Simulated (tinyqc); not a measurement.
Linear model of a band gap against the share of exact exchange: sweeps and comparisons. A value that a table varies takes the place of the one given here.

E(alpha) = E0 + S alpha. A wider gap screens less, modelled in the Penn form eps(alpha) = 1 + (e0 - 1)(EP/(EP + S alpha))^2 with a scale EP chosen for the exercise. A dielectric-dependent hybrid takes alpha = 1/eps.

Inputs chosen for the exercise (of the order of those of GaAs; the results hold for these values, not for the real material):
- E0 = 0.51 eV (gap of the semi-local functional)
- S = 6 eV (slope dE/d(alpha))
- e0 = 11.99 (optical dielectric constant at alpha = 0)
- EP = 10.7 eV (energy scale of the screening)
- Et = 1.53 eV (target gap)

## Sweep of alpha

Also the exciton scale relative to alpha = 0, (m/m(0))(eps(0)/eps)^2, with a mass proportional to E + D, D = E0/2 + 0.3 eV, a k.p rule for direct gaps only.

Results:
```
alpha  E (eV)     eps  alpha eps  exciton scale
0.00    0.510  11.990      0.000           1.00
0.05    0.810  11.399      0.570           1.42
0.10    1.110  10.854      1.085           1.91
0.15    1.410  10.351      1.553           2.48
0.20    1.710   9.885      1.977           3.13
0.25    2.010   9.454      2.363           3.87
0.35    2.610   8.680      3.038           5.67
0.50    3.510   7.704      3.852           9.25
```

alpha eps reaches 1 between alpha = 0.05 and 0.1 (fixed point 0.091), and the target gap is met between 0.15 and 0.2. At the fixed point the gap is 1.06 eV, -0.47 eV from the target. From 0 to 0.25 the gap grows by 1.50 eV while eps falls by 21 %; the exciton scale, which takes both, grows by a factor of 3.87.

## What each parameter does

Fixed point alpha = 1/eps(alpha), gap and eps there. Each row changes one parameter from the base and keeps the others.

Results:
```
case            alpha  E (eV)     eps
base           0.0914   1.058  10.945
E0 = 0.561 eV  0.0914   1.109  10.945
S = 5.4 eV     0.0905   0.999  11.051
e0 = 10.791    0.1025   1.125   9.756
EP = 11.77 eV  0.0906   1.053  11.041
```

The largest shifts from the base row, up to three for each result and ties (the steps differ in size, so this ranks the rows, not the parameters). alpha: e0 +0.0111, S -0.0009, EP -0.0008; unchanged at the printed digits by E0. E (eV): e0 +0.067, S -0.060, E0 +0.051. eps: e0 -1.189, S +0.106, EP +0.097; unchanged at the printed digits by E0.

tinyqc: `OMP_NUM_THREADS=1 python tinyqc.py 1881194 1881195 out.jsonl`; about 0.01 s, one thread, shared Intel(R) Xeon(R) Processor @ 2.30GHz.
